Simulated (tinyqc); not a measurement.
Length of a polyene: Hueckel, PPP and singles CI along the polyenes. Computed by the program tinyqc. Hueckel uses the same beta without repulsion; CIS keeps all single excitations and so misses the low, doubly excited 2Ag state. W is the valence ionisation energy of a centre, MN the Mataga-Nishimoto formula, f the oscillator strength.

All-trans chains of carbon centres 1.40 angstrom apart:

| parameter | value |
|---|---|
| beta (eV), times 1 +/- alternation | -2.300000 |
| alternation | 0.100000 |
| W (eV) | 11.160000 |
| gamma_rr (eV) | 9.720000 |
| repulsion formula | Ohno |

Gaps and excitations (eV):

| centres | Hueckel gap | PPP orbital gap | bright singlet (CIS) | f | lowest triplet (CIS) |
|---|---|---|---|---|---|
| 2 | 5.0600 | 12.1246 | 6.3877 | 0.5477 | 3.7323 |
| 4 | 3.3970 | 9.7807 | 5.0749 | 1.0091 | 2.7559 |
| 6 | 2.6368 | 8.6099 | 4.3168 | 1.4038 | 2.2931 |
| 8 | 2.2079 | 7.9245 | 3.8360 | 1.7567 | 2.0479 |
| 10 | 1.9346 | 7.4844 | 3.5104 | 2.0797 | 1.9047 |
| 12 | 1.7464 | 7.1841 | 3.2798 | 2.3834 | 1.8148 |

What does the comparison show, and why?

The Hueckel gap tends to 4 x alternation x |beta| = 0.92 eV for long chains. Exchange opens the PPP orbital gap, and the attraction of electron and hole brings the bright state 3.90 eV below it at 12 centres; the triplet lies 1.46 eV lower still.
